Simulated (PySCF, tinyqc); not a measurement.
Worked calculation: RHF in the sto-3g basis, for H2, spin multiplicity 1. The lowest restricted solution is unstable here: a spin-polarised one lies 0.0421 hartree lower (PySCF). One step of it, computed by the program tinyqc.

Task: Iteration 2: building the Fock matrix. J_ij = sum D_kl (ij|kl), K_ij = sum D_kl (ik|jl); F = H + J - 0.5 K; E = tr D H + tr D J / 2 - 0.25 tr D K + E_nn.

D after iteration 1, order 1H 1s, 2H 1s:
```
[[0.790293, 0.790293],
 [0.790293, 0.790293]]
```

core Hamiltonian H = T + V (hartree), order 1H 1s, 2H 1s:
```
[[-0.823259, -0.335455],
 [-0.335455, -0.823259]]
```

Two-electron integrals (ij|kl) in chemists' order, unique and non-zero (hartree):
```
(11|11) 0.774606   (21|11) 0.143217   (21|21) 0.040171   (22|11) 0.350623
(22|21) 0.143217   (22|22) 0.774606
```

nuclear repulsion = 0.35827841 hartree

Give: Coulomb J; exchange K; Fock matrix F; total energy of this density.

Result:

Coulomb J (hartree), order 1H 1s, 2H 1s:
```
[[1.1156, 0.2899],
 [0.2899, 1.1156]]
```

exchange K (hartree), order 1H 1s, 2H 1s:
```
[[0.8703, 0.5352],
 [0.5352, 0.8703]]
```

Fock matrix F (hartree), order 1H 1s, 2H 1s:
```
[[-0.1428, -0.3132],
 [-0.3132, -0.1428]]
```

total energy of this density = -0.917797 hartree

This density is a damped mixture and is not idempotent.
